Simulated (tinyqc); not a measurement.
Comparisons within one model: six-band Luttinger-Kohn model with strain. A value that a table varies takes the place of the one given here.

Six-band Luttinger-Kohn model in the basis |3/2,3/2>, |3/2,1/2>, |3/2,-1/2>, |3/2,-3/2>, |1/2,1/2>, |1/2,-1/2>, electron energies, zero at the top of the unstrained valence band. H = -[rows: (P+Q, -S, R, 0, -S/r2, r2 R); (-S*, P-Q, 0, R, -r2 Q, r32 S); (R*, 0, P-Q, S, r32 S*, r2 Q); (0, R*, S*, P+Q, -r2 R*, -S*/r2); (-S*/r2, -r2 Q, r32 S, -r2 R, P+Dso, 0); (r2 R*, r32 S*, r2 Q, -S/r2, 0, P+Dso)], r2 = sqrt(2), r32 = sqrt(3/2). Levels are twofold.

P = c g1 k^2 - av tr(e); Q = c g2 (kx^2 + ky^2 - 2 kz^2) - (b/2)(exx + eyy - 2 ezz); R = c sqrt3 [-g2 (kx^2 - ky^2) + 2i g3 kx ky] + (sqrt3/2) b (exx - eyy) - i d exy; S = 2 c sqrt3 g3 (kx - i ky) kz - d (exz - i eyz); c = hbar^2/2m0, e the strain tensor (not engineering shear).

s11 = (C11 + C12)/((C11 - C12)(C11 + 2 C12)), s12 = -C12/((C11 - C12)(C11 + 2 C12)), s44 = 1/C44; exx = s11 sxx + s12 (syy + szz) and cyclic, exy = s44 sxy/2; tension is positive. A uniaxial stress X along the unit vector n is s_ij = X n_i n_j.

Constants: hbar^2/2m0 = 3.80998211 eV angstrom^2.

Inputs chosen for the exercise (near those of GaAs; the results hold for these values, not for the real material):
- Dso = 0.34 eV (spin-orbit splitting)
- g1 = 6.98 (Luttinger gamma1)
- g2 = 2.06 (gamma2)
- g3 = 2.93 (gamma3)
- av = 1.15 eV (valence hydrostatic potential)
- b = -1.98 eV (tetragonal shear potential)
- d = -4.81 eV (trigonal shear potential)
- C11 = 123 GPa
- C12 = 56.7 GPa
- C44 = 59.7 GPa
- load = uniaxial [100] (kind of stress)
- X1 = 1.6 GPa (size of the stress)
- E_h = 40 meV (hole energy below the top)
- X = -1.2 GPa (stress)

## Sweep of a uniaxial [100] stress

Edges at k = 0 and curvature masses of the top pair along [100] and [001] (step 0.0002 1/angstrom); at zero stress the top is fourfold and has no single curvature.

Edges and masses:
```
X (GPa)  top (eV)  second (eV)  third (eV)  splitting (meV)  m [100]  m [001]
-3.00      0.1096      -0.1042     -0.3892            213.8    0.073    0.279
-2.00      0.0671      -0.0695     -0.3668            136.6    0.076    0.259
-1.00      0.0298      -0.0347     -0.3496             64.5    0.081    0.233
0.00       0.0000       0.0000     -0.3400              0.0        -        -
1.00       0.0347      -0.0194     -0.3408             54.1    0.350    0.111
2.00       0.0695      -0.0265     -0.3538             96.0    0.350    0.111
3.00       0.1042      -0.0221     -0.3783            126.3    0.350    0.111
```

The splitting reaches 213.8 meV under compression and 126.3 meV under the same tension; linear shear terms alone would make the two equal, and the difference comes from the coupling to the split-off band. At the ends of the sweep the top pair has a mass along [100] of 0.073 under compression and 0.350 under tension, so compression gives the lighter holes along [100]; along [001] it has 0.279 and 0.111. The top edge itself moves by +110 and +104 meV. The ends of the sweep mean strains up to 3.4 %, beyond the range of linear deformation potentials.

## Which stress helps holes along [110]

Each load has size X1 (biaxial: sxx = syy); masses are curvatures of the top pair at k = 0.

Results:
```
load                         splitting (meV)  top edge (meV)  m [110]  m [001]
uniaxial [110], compression             88.0            40.4    0.069    0.255
uniaxial [110], tension                 70.5            48.2    0.566    0.101
uniaxial [100], compression            107.0            51.4    0.118    0.249
uniaxial [100], tension                 80.7            55.6    0.168    0.111
uniaxial [111], compression             81.6            36.6    0.091    0.143
uniaxial [111], tension                 65.5            45.0    0.247    0.143
biaxial (001), compression              80.7            32.2    0.111    0.350
biaxial (001), tension                 107.0            74.8    0.249    0.078
```

The lightest mass along [110] (0.069) comes with uniaxial [110], compression. The largest splitting (107.0 meV) comes with uniaxial [100], compression; biaxial (001), tension. The heaviest mass along [001] (0.350), which lowers the confinement energy in a (001) channel, comes with biaxial (001), compression. The splitting per GPa follows b (s11 - s12) for loads along cube axes and d s44 for [111]: here 2 |b| (s11 - s12) = 59.7 and |d| s44/sqrt3 = 46.5 meV per GPa in the limit of large Dso; where the splitting nears Dso, mixing with the split-off band makes it depend on the sign of the load.

## Warping of the constant-energy contours (six-band Luttinger-Kohn model)

No strain (e = 0). In the plane kz = 0, |k| where the top and second pairs lie E_h below the top, against the angle from [100]; m = c k^2/E_h.

Contours:
```
angle (degrees)  k top (1/angstrom)  k second (1/angstrom)  m top (m0)  m second (m0)
0                            0.0606                 0.0313       0.350          0.093
9                            0.0622                 0.0311       0.369          0.092
18                           0.0672                 0.0307       0.430          0.090
27                           0.0752                 0.0302       0.539          0.087
36                           0.0851                 0.0299       0.689          0.085
45                           0.0905                 0.0298       0.780          0.084
```

The heavy contour reaches 1.494 times as far along [110] as along [100], the light one 0.950 times. The warping follows g3 - g2 = 0.87 and would vanish for g2 = g3. Along [100] the heavy mass is 1/(g1 - 2 g2) = 0.350 at any energy, while the light one is 0.0934, against 1/(g1 + 2 g2) = 0.0901 at the edge, for E_h/Dso = 0.12.

## What each parameter does

Edges at k = 0 under a uniaxial [100] stress X and the curvature mass of the top pair along [100] (step 0.0002 1/angstrom). Each row changes one parameter from the base and keeps the others.

Results:
```
case             top (eV)  second (eV)  third (eV)  mass (m0)
base               0.0367      -0.0417     -0.3526      0.080
g1 = 8.376         0.0367      -0.0417     -0.3526      0.072
C11 = 98.4 GPa     0.0662      -0.0635     -0.3622      0.076
b = -2.376 eV      0.0466      -0.0488     -0.3553      0.078
d = -3.848 eV      0.0367      -0.0417     -0.3526      0.080
C44 = 71.64 GPa    0.0367      -0.0417     -0.3526      0.080
g2 = 1.648         0.0367      -0.0417     -0.3526      0.087
Dso = 0.408 eV     0.0357      -0.0417     -0.4196      0.081
```

The largest shifts from the base row, up to three for each result and ties (the steps differ in size, so this ranks the rows, not the parameters). top (eV): C11 +0.0295, b +0.0099, Dso -0.0010; unchanged at the printed digits by g1, d, C44 and g2. second (eV): C11 -0.0218, b -0.0072; unchanged at the printed digits by g1, d, C44, g2 and Dso. third (eV): Dso -0.0670, C11 -0.0097, b -0.0027; unchanged at the printed digits by g1, d, C44 and g2. mass (m0): g1 -0.008, g2 +0.008, C11 -0.004; unchanged at the printed digits by d and C44. The Luttinger parameters multiply k^2 and cannot move the edges; av shifts all edges alike and leaves the mass.

Run: tinyqc, `OMP_NUM_THREADS=1 python tinyqc.py 1050384 1050385 out.jsonl`; Intel(R) Xeon(R) Processor @ 2.30GHz, one thread, shared host; about 0.05 s of CPU time with all checks.
